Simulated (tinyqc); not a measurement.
Inside a calculation. Method: RKS/PBE in the sto-6g basis, for BeH2, spin multiplicity 1. One step of it, computed by the program tinyqc.

Question. Iteration 2: building the Kohn-Sham matrix. J_ij = sum D_kl (ij|kl); F = H + J + V_xc; E = tr D H + tr D J / 2 + E_xc + E_nn.

D after iteration 1:
```
,1Be 1s,1Be 2s,1Be 2px,1Be 2py,1Be 2pz,2H 1s,3H 1s
1Be 1s,2.145108,-0.574323,0.000000,0.011781,0.000000,0.032520,0.034282
1Be 2s,-0.574323,2.248747,0.000000,-0.048872,0.000000,-0.085223,-0.088793
1Be 2px,0.000000,0.000000,1.410283,0.000000,-0.911958,0.000000,0.000000
1Be 2py,0.011781,-0.048872,0.000000,0.001062,0.000000,0.001848,0.001926
1Be 2pz,0.000000,0.000000,-0.911958,0.000000,0.589717,0.000000,0.000000
2H 1s,0.032520,-0.085223,0.000000,0.001848,0.000000,0.003288,0.003428
3H 1s,0.034282,-0.088793,0.000000,0.001926,0.000000,0.003428,0.003573
```

core Hamiltonian H = T + V (hartree):
```
,1Be 1s,1Be 2s,1Be 2px,1Be 2py,1Be 2pz,2H 1s,3H 1s
1Be 1s,-8.568546,-2.016708,0.000000,0.000679,0.000000,-0.243227,-0.271874
1Be 2s,-2.016708,-2.688204,0.000000,0.004710,0.000000,-0.790364,-0.841661
1Be 2px,0.000000,0.000000,-2.194627,0.000000,0.000000,0.000000,0.000000
1Be 2py,0.000679,0.004710,0.000000,-2.351635,0.000000,-0.916032,0.963926
1Be 2pz,0.000000,0.000000,0.000000,0.000000,-2.194627,0.000000,0.000000
2H 1s,-0.243227,-0.790364,0.000000,-0.916032,0.000000,-1.851807,-0.033448
3H 1s,-0.271874,-0.841661,0.000000,0.963926,0.000000,-0.033448,-1.887175
```

Two-electron integrals (ij|kl) in chemists' order, unique and non-zero (hartree):
```
i,j,k,l,(ij|kl)
1,1,1,1,2.299996
2,1,1,1,0.361879
2,1,2,1,0.071926
2,2,1,1,0.570332
2,2,2,1,0.139654
2,2,2,2,0.417773
3,1,3,1,0.015252
3,2,3,1,0.022555
3,2,3,2,0.092340
3,3,1,1,0.570332
3,3,2,1,0.139654
3,3,2,2,0.417773
3,3,3,3,0.450117
4,1,4,1,0.015252
4,2,4,1,0.022555
4,2,4,2,0.092340
4,3,4,3,0.024258
4,4,1,1,0.570332
4,4,2,1,0.139654
4,4,2,2,0.417773
4,4,3,3,0.401601
4,4,4,4,0.450117
5,1,5,1,0.015252
5,2,5,1,0.022555
5,2,5,2,0.092340
5,3,5,3,0.024258
5,4,5,4,0.024258
5,5,1,1,0.570332
5,5,2,1,0.139654
5,5,2,2,0.417773
5,5,3,3,0.401601
5,5,4,4,0.401601
5,5,5,5,0.450117
6,1,1,1,0.043980
6,1,2,1,0.008513
6,1,2,2,0.016550
6,1,3,3,0.016413
6,1,4,1,0.000849
6,1,4,2,0.001675
6,1,4,4,0.016824
6,1,5,5,0.016413
6,1,6,1,0.001066
6,2,1,1,0.133873
6,2,2,1,0.033469
6,2,2,2,0.112585
6,2,3,3,0.108046
6,2,4,1,0.004579
6,2,4,2,0.029396
6,2,4,4,0.121664
6,2,5,5,0.108046
6,2,6,1,0.004421
6,2,6,2,0.049869
6,3,3,1,0.002830
6,3,3,2,0.013775
6,3,4,3,0.004765
6,3,6,3,0.003918
6,4,1,1,0.154074
6,4,2,1,0.038924
6,4,2,2,0.136315
6,4,3,3,0.128405
6,4,4,1,0.007302
6,4,4,2,0.045566
6,4,4,4,0.152135
6,4,5,5,0.128405
6,4,6,1,0.005344
6,4,6,2,0.068083
6,4,6,4,0.094986
6,5,5,1,0.002830
6,5,5,2,0.013775
6,5,5,4,0.004765
6,5,6,5,0.003918
6,6,1,1,0.306194
6,6,2,1,0.077902
6,6,2,2,0.293584
6,6,3,3,0.273588
6,6,4,1,0.011162
6,6,4,2,0.095691
6,6,4,4,0.333576
6,6,5,5,0.273588
6,6,6,1,0.010504
6,6,6,2,0.173616
6,6,6,4,0.249595
6,6,6,6,0.774999
7,1,1,1,0.049216
7,1,2,1,0.009522
7,1,2,2,0.018496
7,1,3,3,0.018343
7,1,4,1,-0.000948
7,1,4,2,-0.001866
7,1,4,4,0.018802
7,1,5,5,0.018343
7,1,6,1,0.001077
7,1,6,2,0.004075
7,1,6,4,0.004600
7,1,6,6,0.009458
7,1,7,1,0.001334
7,2,1,1,0.143568
7,2,2,1,0.035863
7,2,2,2,0.119977
7,2,3,3,0.115183
7,2,4,1,-0.004929
7,2,4,2,-0.031186
7,2,4,4,0.129566
7,2,5,5,0.115183
7,2,6,1,0.003905
7,2,6,2,0.024878
7,2,6,4,0.028108
7,2,6,6,0.062828
7,2,7,1,0.005292
7,2,7,2,0.055601
7,3,3,1,0.003105
7,3,3,2,0.014942
7,3,4,3,-0.005117
7,3,6,3,0.001457
7,3,7,3,0.004491
7,4,1,1,-0.163401
7,4,2,1,-0.041262
7,4,2,2,-0.143814
7,4,3,3,-0.135436
7,4,4,1,0.007876
7,4,4,2,0.048371
7,4,4,4,-0.160569
7,4,5,5,-0.135436
7,4,6,1,-0.004354
7,4,6,2,-0.027738
7,4,6,4,-0.030698
7,4,6,6,-0.070079
7,4,7,1,-0.006338
7,4,7,2,-0.075268
7,4,7,4,0.104281
7,5,5,1,0.003105
7,5,5,2,0.014942
7,5,5,4,-0.005117
7,5,6,5,0.001457
7,5,7,5,0.004491
7,6,1,1,0.005543
7,6,2,1,0.001351
7,6,2,2,0.004153
7,6,3,3,0.004068
7,6,4,1,1.93e-06
7,6,4,2,0.000015
7,6,4,4,0.004323
7,6,5,5,0.004068
7,6,6,1,0.000162
7,6,6,2,0.001220
7,6,6,4,0.001525
7,6,6,6,0.003477
7,6,7,1,0.000180
7,6,7,2,0.001281
7,6,7,4,-0.001580
7,6,7,6,0.000043
7,7,1,1,0.315011
7,7,2,1,0.080122
7,7,2,2,0.300366
7,7,3,3,0.279601
7,7,4,1,-0.011769
7,7,4,2,-0.098948
7,7,4,4,0.341897
7,7,5,5,0.279601
7,7,6,1,0.008684
7,7,6,2,0.060098
7,7,6,4,0.067855
7,7,6,6,0.155592
7,7,7,1,0.012097
7,7,7,2,0.184223
7,7,7,4,-0.262962
7,7,7,6,0.003477
7,7,7,7,0.774999
```

nuclear repulsion = 2.64562495 hartree

V_xc (hartree):
```
,1Be 1s,1Be 2s,1Be 2px,1Be 2py,1Be 2pz,2H 1s,3H 1s
1Be 1s,-1.501216,-0.197784,0.000000,0.000366,0.000000,-0.024782,-0.027821
1Be 2s,-0.197784,-0.360626,0.000000,0.003139,0.000000,-0.075810,-0.083723
1Be 2px,0.000000,0.000000,-0.388125,0.000000,0.031069,0.000000,0.000000
1Be 2py,0.000366,0.003139,0.000000,-0.332351,0.000000,-0.081413,0.089909
1Be 2pz,0.000000,0.000000,0.031069,0.000000,-0.361502,0.000000,0.000000
2H 1s,-0.024782,-0.075810,0.000000,-0.081413,0.000000,-0.137847,-0.003364
3H 1s,-0.027821,-0.083723,0.000000,0.089909,0.000000,-0.003364,-0.150063
```

E_xc = sum of w rho eps_xc = -3.58411467 hartree

Give: Coulomb J; Kohn-Sham matrix F; total energy of this density.

Answer.

Coulomb J (hartree):
```
,1Be 1s,1Be 2s,1Be 2px,1Be 2py,1Be 2pz,2H 1s,3H 1s
1Be 1s,6.9019,1.2768,0.0000,-0.0017,0.0000,0.1532,0.1717
1Be 2s,1.2768,2.8023,0.0000,-0.0077,0.0000,0.7039,0.7572
1Be 2px,0.0000,0.0000,2.8399,0.0000,-0.0442,0.0000,0.0000
1Be 2py,-0.0017,-0.0077,0.0000,2.7671,0.0000,0.8304,-0.8856
1Be 2pz,0.0000,0.0000,-0.0442,0.0000,2.8001,0.0000,0.0000
2H 1s,0.1532,0.7039,0.0000,0.8304,0.0000,1.7303,0.0274
3H 1s,0.1717,0.7572,0.0000,-0.8856,0.0000,0.0274,1.7891
```

Kohn-Sham matrix F (hartree):
```
,1Be 1s,1Be 2s,1Be 2px,1Be 2py,1Be 2pz,2H 1s,3H 1s
1Be 1s,-3.1679,-0.9377,0.0000,-0.0007,0.0000,-0.1148,-0.1280
1Be 2s,-0.9377,-0.2465,0.0000,0.0002,0.0000,-0.1622,-0.1682
1Be 2px,0.0000,0.0000,0.2571,0.0000,-0.0132,0.0000,0.0000
1Be 2py,-0.0007,0.0002,0.0000,0.0831,0.0000,-0.1670,0.1682
1Be 2pz,0.0000,0.0000,-0.0132,0.0000,0.2439,0.0000,0.0000
2H 1s,-0.1148,-0.1622,0.0000,-0.1670,0.0000,-0.2593,-0.0094
3H 1s,-0.1280,-0.1682,0.0000,0.1682,0.0000,-0.0094,-0.2482
```

total energy of this density = -14.622639 hartree
